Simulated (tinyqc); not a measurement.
Geometry relaxation of a small cluster: one step, computed by the program tinyqc. Command: `OMP_NUM_THREADS=1 python tinyqc.py 3001063 3001064 out.jsonl relax walk`. One thread of a shared host (Intel(R) Xeon(R) Processor @ 2.30GHz), about 0.02 s of CPU time with the checks.

E = sum_i {sum_j A exp(-p (r_ij/r0 - 1)) - xi sqrt(rho_i)}, rho_i = sum_j exp(-2 q (r_ij/r0 - 1)); the force on i is -sum_j w_ij (R_i - R_j)/r_ij with w_ij = -(2p/r0) A exp(-p (r_ij/r0 - 1)) + (xi q/r0) exp(-2 q (r_ij/r0 - 1)) (rho_i^(-1/2) + rho_j^(-1/2)).

Problem. The first two steps. Conjugate gradient (Polak-Ribiere): d = F + beta d(old), beta = max(0, F.(F - F(old))/|F(old)|^2), d = F at first; step length from one secant, s = eta (F.d)/(F.d - F(R + eta d).d), replaced by eta if that is not positive; R(new) = R + s d. No atom moves more than 0.3 angstrom a step (the whole step is scaled). Stop when the largest force component is below 1e-5 eV/angstrom.

Inputs (values chosen for the exercise, for model atoms):

| quantity | value | unit |
|---|---|---|
| length r0 | 3.04 | angstrom |
| repulsion A | 0.15 | eV |
| hopping xi | 2.62 | eV |
| decay p | 11.3 | - |
| decay q | 2.24 | - |
| step factor eta | 0.015 | angstrom^2/eV |

Potential: Gupta. Method: conjugate gradient.

starting positions (angstrom):
```
            x      y      z
atom 1  -0.03   0.08  -0.02
atom 2   2.77  -0.09   0.05
atom 3   2.76   2.78   0.04
atom 4      0   2.78   0.21
atom 5   1.61   1.17   1.95
atom 6   1.46   1.37  -2.16
```

Give: positions after step 1; energy after step 1; positions after step 2; energy after step 2.

Solution.

positions after step 1 (angstrom):
```
             x       y       z
atom 1  -0.042   0.052  -0.040
atom 2   2.816  -0.129  -0.031
atom 3   2.777   2.785   0.015
atom 4  -0.004   2.799   0.197
atom 5   1.566   1.210   2.047
atom 6   1.456   1.374  -2.118
```

energy after step 1 = -29.44 eV

positions after step 2 (angstrom):
```
             x       y       z
atom 1  -0.011   0.023  -0.050
atom 2   2.809  -0.103  -0.083
atom 3   2.792   2.744  -0.004
atom 4   0.013   2.803   0.169
atom 5   1.528   1.235   2.055
atom 6   1.439   1.388  -2.017
```

energy after step 2 = -29.55 eV
